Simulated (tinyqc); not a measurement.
Inside a calculation. Model: pressure-driven transition between two phases with analytic equations of state. Computed by tinyqc, a small Python program that keeps every step. Command: `OMP_NUM_THREADS=1 python tinyqc.py 3013045 3013046 out.jsonl transition walk`. One thread of a shared host (Intel(R) Xeon(R) Processor @ 2.30GHz), about 0.05 s of CPU time with the checks. Intermediate numbers are printed to about 6 digits and carried at full precision; extremes and crossings named in words are read from the listed rows.

Each phase obeys E = E0 + (B0 V/B') [(V0/V)^B'/(B' - 1) + 1] - B0 V0/(B' - 1), P = (B0/B') [(V0/V)^B' - 1]; E0 = 0 for phase 1 and Delta E0 for phase 2. H = E + P V.

Inputs (values chosen for the exercise, for two model phases):
```
quantity                                   value             unit
volume V0 of phase 1                        26.1  angstrom^3/atom
B0 of phase 1                                280              GPa
B' of phase 1                               4.16                -
volume V0 of phase 2                        19.9  angstrom^3/atom
B0 of phase 2                                274              GPa
B' of phase 2                               4.89                -
energy of phase 2 above phase 1, Delta E0   0.25          eV/atom
entropy of phase 2 less phase 1, Delta S   -0.12         k_B/atom
temperature T                                900                K
```

Equation of state: Murnaghan.

Constants: 1 eV/angstrom^3 = 160.2176634 GPa; k_B = 8.617333262e-05 eV/K.

## First estimate from rigid phases

If neither phase were compressed, P = Delta E0/(V0 of phase 1 - V0 of phase 2).

rigid estimate = 6.46039 GPa

## One Newton step

At the estimate, solve P(V) = P for each phase, form H, and step P(new) = P - (H_2 - H_1)/(V_2 - V_1), since dH/dP = V.

V_1 = 25.5313 angstrom^3

H_1 = 1.04074 eV

V_2 = 19.4608 angstrom^3

H_2 = 1.04337 eV

next pressure = 6.52996 GPa

## Transition pressure at zero temperature

Start from P = Delta E0/(V0 of phase 1 - V0 of phase 2); at each P solve P(V) = P for both phases and step P(new) = P - (H_2 - H_1)/(V_2 - V_1); stop when |H_2 - H_1| < 1e-10 eV. At the zero-temperature transition the volume change is V_2/V_1 - 1 and the work is P (V_1 - V_2).

Iterations:
```
step  P (GPa)  V_1 (angstrom^3)  V_2 (angstrom^3)  H_2 - H_1 (meV)
0     6.46039           25.5313           19.4608      2.63595e+00
1     6.52996           25.5255           19.4564      2.94711e-04
2     6.52997           25.5255           19.4564                0
```

transition pressure = 6.52997 GPa

V_1 at the transition = 25.5255 angstrom^3

V_2 at the transition = 19.4564 angstrom^3

volume change = -23.7765 %

work P (V_1 - V_2) = 0.247356 eV/atom

The rigid estimate is low by 1.1 %: phase 1 shrinks faster than phase 2, so the volume gain narrows under pressure.

## Enthalpies against pressure

For each P solve P(V) = P in both phases.

Both phases:
```
P (GPa)  V_1 (angstrom^3)  V_2 (angstrom^3)  H_2 - H_1 (meV/atom)   stable
0.0               26.1000           19.9000               250.000  phase 1
1.6               25.9530           19.7858               188.248  phase 1
3.3               25.8014           19.6685               122.992  phase 1
4.9               25.6628           19.5617                61.906  phase 1
6.0               25.5697           19.4903                20.092  phase 1
7.1               25.4783           19.4204               -21.573  phase 2
8.5               25.3644           19.3335               -74.390  phase 2
10.0              25.2452           19.2428              -130.720  phase 2
```

H_2 - H_1 changes with slope V_2 - V_1, from -6.200 to -6.002 angstrom^3 per atom over the table, and passes zero at 6.53 GPa. An error of 10 meV per atom in Delta E0 moves the transition by about 0.26 GPa.

## Shift with temperature

At T the condition is H_2 - H_1 - T Delta S = 0, with Delta S constant and thermal expansion left out; the Clausius-Clapeyron slope is dP/dT = Delta S/(V_2 - V_1) at the zero-temperature point.

Clapeyron slope = 0.272988 MPa/K

transition pressure at T = 6.77575 GPa

linear estimate at T = 6.77566 GPa

The dense phase has the lower entropy, so heating raises the transition pressure. Caution: a constant Delta S holds only at high temperature; it vanishes as T goes to 0, so the shift counted from T = 0 is somewhat too large.

Checks made by the program: slope of the common tangent, -(E_2 - E_1)/(V_2 - V_1) (relative difference below 1e-10).
